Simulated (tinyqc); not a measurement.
Starting guesses with DIIS over 6 matrices: SCF starting guesses in the 6-31g basis, for H2, spin multiplicity 1. Computed by the program tinyqc with PySCF. 

Geometry (angstrom):
```
atom       x       y       z
H     0.0000  0.0000  0.0000
H     0.0000  0.0000  0.9480
```

lowest restricted solution found by these runs and by PySCF = -1.103994 hartree

RHF with one setting changed at a time; a run stops when the energy changes by less than 1e-09 hartree and the error matrix is below 1e-5. Starts: the lowest orbitals of the core Hamiltonian, of the Wolfsberg-Helmholz matrix (K = 1.75), projected atomic densities, random orbitals, and the highest orbitals of the core Hamiltonian (a deliberately bad start).

Largest element of the error matrix X^T (FDS - SDF) X:
```
iteration     core  Wolfsberg-Helmholz  atomic densities   random  highest core orbitals
1          1.5e-01             8.1e-02           8.1e-02  5.6e-01                1.4e-01
2          2.4e-02             1.2e-02           1.4e-02  2.3e-01                5.4e-02
3          9.5e-05             1.7e-05           2.6e-03  6.3e-02                1.2e-02
4          3.9e-05             7.0e-06           7.3e-07  7.2e-03                1.2e-05
5          2.4e-05                   -           2.9e-07  6.9e-04                4.3e-06
6          1.8e-05                   -                 -  4.8e-05                      -
8          1.9e-08                   -                 -  1.1e-10                      -
```

How each run ends:
```
run                    iterations  E (hartree)         state
core                            8     -1.10399  lowest found
Wolfsberg-Helmholz              4     -1.10399  lowest found
atomic densities                5     -1.10399  lowest found
random                          8     -1.10399  lowest found
highest core orbitals           5     -1.10399  lowest found
```

5 of 5 runs reach the lowest restricted solution found, in 4 to 8 iterations (fastest: Wolfsberg-Helmholz). The first errors are 1e-01, 8e-02, 8e-02, 6e-01, 1e-01.
